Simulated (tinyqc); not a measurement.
A log to judge: decay of LO phonons and the hot-phonon bottleneck in the cooling of electrons. Computed by tinyqc. Command: `OMP_NUM_THREADS=1 python tinyqc.py 3008596 3008597 out.jsonl hotphonon walk`. One thread of a shared host (Intel(R) Xeon(R) Processor @ 2.30GHz), about 0.01 s of CPU time with the checks.

n(E, T) = 1/(exp(E/(k_B T)) - 1) is the Bose occupation. Electrons have a temperature T_e; the LO modes within their reach share one occupation N; the decay products stay at the lattice temperature.

Inputs (values chosen for the exercise, modelled on gallium nitride): LO energy hbar omega = 94.3 meV; lifetime at T = 0, tau_0 = 1.8 ps; share f of the energy in the softer product = 0.25; lattice temperature T = 400 K; electron mass m* = 0.203 m_0; eps_inf = 5.47; static dielectric constant eps_s = 9.41; electron density n = 9.7e+17 1/cm^3; density of LO modes that the electrons reach, N_m = 1.9e+19 1/cm^3; power supplied per electron P = 1.8 nW; step factor = 3.5.

Decay channel: two unequal phonons (Ridley).

Constants: k_B = 8.617333262e-05 eV/K; c = 299792458 m/s; e^2/(4 pi eps_0) = 14.39964548 eV angstrom; hbar^2/(2 m_0) = 3.80998212 eV angstrom^2; hbar = 6.582119569e-16 eV s; e = 1.602176634e-19 C.

Method:
- Decay rate 1/tau = (1/tau_0) [1 + n(f hbar omega) + n((1 - f) hbar omega)].
- Full width Gamma = 1/(2 pi c tau) in 1/cm, c in cm/s.
- Froehlich coupling alpha = (e^2/(4 pi eps_0)) (1/eps_inf - 1/eps_s) k_0/(2 hbar omega), k_0 = sqrt(m* hbar omega/(hbar^2/(2 m_0))); emission time tau_sp = hbar/(2 alpha hbar omega); bottleneck ratio r = (n/N_m) tau/tau_sp.
- Net emission per electron: [(N + 1) x - N]/tau_sp with x = exp(-hbar omega/(k_B T_e)), a simple two-level balance; steady state of the modes: n [(N + 1) x - N]/tau_sp = N_m (N - N_0)/tau; power per electron P = hbar omega [(N + 1) x - N]/tau_sp.
- Eliminating N gives P(T_e) = (hbar omega/tau_sp) [(N_0 + 1) x - N_0]/[1 + r (1 - x)]. Newton steps on ln P against ln T_e, times the step factor, each limited to 0.7 in ln T_e and to keeping a fifth of T_e - T; start at 1.5 T; stop when |ln(P/P(T_e))| < 1e-9 or after 40 steps.

Iterations:
```
step  T_e (K)  P(T_e) (nW)  ln(P/P(T_e))
0     600.000      35.4546      -2.98047
1     440.000       6.2513      -1.24500
2     408.000       1.2041       0.40204
3     419.298       2.9453      -0.49243
4     403.860       0.5779       1.13619
5     419.425       2.9651      -0.49912
6     403.885       0.5817       1.12963
7     419.461       2.9708      -0.50104
8     403.892       0.5828       1.12774
...       ...          ...           ...
31    419.476       2.9731      -0.50181
32    403.895       0.5832       1.12699
33    419.476       2.9731      -0.50181
34    403.895       0.5832       1.12699
35    419.476       2.9731      -0.50181
36    403.895       0.5832       1.12699
37    419.476       2.9731      -0.50181
38    403.895       0.5832       1.12699
39    419.476       2.9731      -0.50181
```

Can the last value be used, and what does the course show?

No. Not converged: the residual has stopped falling and repeats with period one or two: the iteration swings between two states. Near the root each step multiplies the error by 1 - (step factor) = -2.50. Reruns converge with step factor = 1.0; or with step factor = 0.7.
